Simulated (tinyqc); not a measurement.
Inside a calculation. Method: UHF in the 6-31g basis, for H4+, spin multiplicity 2. One step of it, computed by the program tinyqc.

Task: Orthogonalisation. S = U s U^T; canonical form X = U s^(-1/2), so that X^T S X = 1. Each column of U has its largest component positive (the first on a tie).

overlap S, lower triangle:
```
          1H 1s     1H 2s     2H 1s     2H 2s     3H 1s     3H 2s     4H 1s     4H 2s
1H 1s  1.000000
1H 2s  0.658292  1.000000
2H 1s  0.177830  0.360826  1.000000
2H 2s  0.360826  0.691420  0.658292  1.000000
3H 1s  0.060350  0.238324  0.013292  0.130869  1.000000
3H 2s  0.238324  0.535817  0.130869  0.370475  0.658292  1.000000
4H 1s  0.013292  0.130869  0.060350  0.238324  0.177830  0.360826  1.000000
4H 2s  0.130869  0.370475  0.238324  0.535817  0.360826  0.691420  0.658292  1.000000
```

Give: eigenvalues of S; X.

Result:

eigenvalues of S: 0.091  0.221  0.275  0.382  0.828  1.122  1.614  3.467

X:
```
            1       2       3       4       5       6       7      8
1H 1s  -0.444  -0.563  -0.588   0.686   0.530   0.400   0.310  0.143
1H 2s   1.602   0.902   0.750  -0.430   0.147   0.250   0.243  0.228
2H 1s   0.444   0.563  -0.588   0.686  -0.530  -0.400   0.310  0.143
2H 2s  -1.602  -0.902   0.750  -0.430  -0.147  -0.250   0.243  0.228
3H 1s   0.444  -0.563   0.588   0.686  -0.530   0.400  -0.310  0.143
3H 2s  -1.602   0.902  -0.750  -0.430  -0.147   0.250  -0.243  0.228
4H 1s  -0.444   0.563   0.588   0.686   0.530  -0.400  -0.310  0.143
4H 2s   1.602  -0.902  -0.750  -0.430   0.147  -0.250  -0.243  0.228
```
